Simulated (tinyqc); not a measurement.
Vertical double-diffused power MOSFET, components of the on-resistance: one step of the calculation.

Stripe cells of pitch Wp + a, two channels a cell. Current flows through the channels, spreads in the accumulation layer, passes the gap between the p bodies and spreads at 45 degrees into the drift layer below them. Low drain voltage, full ionisation.

Problem. Components of the on-resistance. Pitch p = Wp + a, Cox = 3.9 eps0/tox; zero-bias depletion in the gap w0 = sqrt(2 eps0 eps_r Vbi/(q N Nj)), open gap g = a - 2 w0; R_ch = Lc p/(2 mch Cox Vov); R_acc = 0.6 a p/(4 mac Cox Vov), 0.6 being an empirical factor for current leaving the layer along its length; R_gap = (rho/Nj) xp p/g; spreading depth t = min(W, (p - g)/2); R_drift = (rho p/2) ln((g + 2 t)/g) + rho (W - t); R_on = the sum with Rs.

Values chosen for this exercise; bulk values close to those of 4H silicon carbide:
```
symbol  value        unit                                             meaning
eps_r    10.1                                           relative permittivity
tox        53          nm                    gate oxide thickness (eps_r 3.9)
Vov         7           V                                      gate overdrive
mch        26  cm^2/(V s)                                    channel mobility
mac       110  cm^2/(V s)                         accumulation-layer mobility
Lc        0.3          um                                      channel length
Wp          4          um  width of the p body in one cell, channels included
a         2.2          um                   gap between neighbouring p bodies
xp          2          um                                 depth of the p body
Nj          2                         doping of the gap over the drift doping
Vbi      2.81           V               built-in voltage of the body junction
Rs       0.33   mohm cm^2                    substrate and contact resistance
```

Constants: q = 1.602176634e-19 C, eps0 = 8.8541878128e-14 F/cm where lengths are in cm. Results are converted to the units shown.

N = 2.9510944e16 cm^-3
W = 4.9586104 um
mu = 338.43989 cm^2/(V s)
rho = 0.62492078 ohm cm

Give: w0; g; components; R_on; shares.

Solution.

w0 = 0.23054 um
g = 1.7389 um
components (mohm cm^2): channel 0.78429, accumulation 0.40783, gap 0.22281, drift 0.41676, substrate 0.33000
R_on = 2.1617 mohm cm^2
shares (%): channel 36.281, accumulation 18.866, gap 10.307, drift 19.280, substrate 15.266

The channel term is the largest. R_on is 6.98 times the ideal drift resistance, and spreading raises the drift term to 1.34 times it.

Program tinyqc, `OMP_NUM_THREADS=1 python tinyqc.py 2230022 2230023 out.jsonl`; Intel Xeon 2.30GHz, shared host, one thread, about 0.01 s.
